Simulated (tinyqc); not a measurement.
# Cap thickness from the capacitance plateau

Question. With only the buried channel on, 1/C = 1/Cox + (tc + zc)/(eps0 eps_r), Cox = eps0 eox/tox. Find tc and the oxide-equivalent thickness 3.9 eps0/C.

Inputs (values chosen for the exercise); band and dielectric values close to those of silicon:
```
symbol,value,unit,meaning
eps_r,11.9,,relative permittivity
eox,3.9,,relative permittivity of the gate insulator (close to silicon dioxide)
tox,3.2,nm,insulator thickness
zc,0.8,nm,depth of the hole centroid below the top of the SiGe
```

Constants: eps0 = 8.8541878128e-14 F/cm where lengths are in cm. Results are converted to the units shown.

plateau of C/Cox with only the buried channel on = 0.62334261

Solution. The cap and the centroid act as a second capacitor in series with the insulator.

tc = 5.100 nm
equivalent thickness = 5.134 nm

tinyqc, about 0.02 s, one thread, Intel Xeon 2.30GHz (shared host): `OMP_NUM_THREADS=1 python tinyqc.py 2042137 2042138 out.jsonl`
